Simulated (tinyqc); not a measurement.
Resistive crossbar, vector-matrix product with wire resistance: one step of the calculation.

2 rows and 2 columns. Cell (i, j) joins row node wij to column node bij. Each row is driven at its left end through one wire segment rw; neighbouring nodes along a row or a column are joined by rw; each column ends below the last row in one more rw and a virtual ground, where its current is read. Ideal output: I_j = sum_i V_i G_ij.

Question. Node voltages and column currents. Solve A x = b; I_j = b2j/rw.

Values chosen for this exercise:
```
symbol  value  unit                                     meaning
rw        200   ohm  wire resistance between neighbouring cells
```

A (uS):

|  | w11 | w12 | w21 | w22 | b11 | b12 | b21 | b22 |
|---|---|---|---|---|---|---|---|---|
| w11 | 10009.900 | -5000 | 0 | 0 | -9.9 | 0 | 0 | 0 |
| w12 | -5000 | 5100 | 0 | 0 | 0 | -100 | 0 | 0 |
| w21 | 0 | 0 | 10030 | -5000 | 0 | 0 | -30 | 0 |
| w22 | 0 | 0 | -5000 | 5043 | 0 | 0 | 0 | -43 |
| b11 | -9.9 | 0 | 0 | 0 | 5009.9000 | 0 | -5000 | 0 |
| b12 | 0 | -100 | 0 | 0 | 0 | 5100 | 0 | -5000 |
| b21 | 0 | 0 | -30 | 0 | -5000 | 0 | 10030 | 0 |
| b22 | 0 | 0 | 0 | -43 | 0 | -5000 | 0 | 10043.000 |

b (uA): w11 900, w12 0, w21 1100, w22 0, b11 0, b12 0, b21 0, b22 0

Wanted: row nodes; column nodes; column currents.

Answer.

row nodes (mV): w11 176.4, w12 173.1, w21 216.9, w22 215.1
column nodes (mV): b11 1.982, b12 8.393, b21 1.637, b22 5.099
column currents (uA): column 1 8.184, column 2 25.50

tinyqc, about 0.02 s, one thread, Intel Xeon 2.30GHz (shared host): `OMP_NUM_THREADS=1 python tinyqc.py 2880064 2880065 out.jsonl`
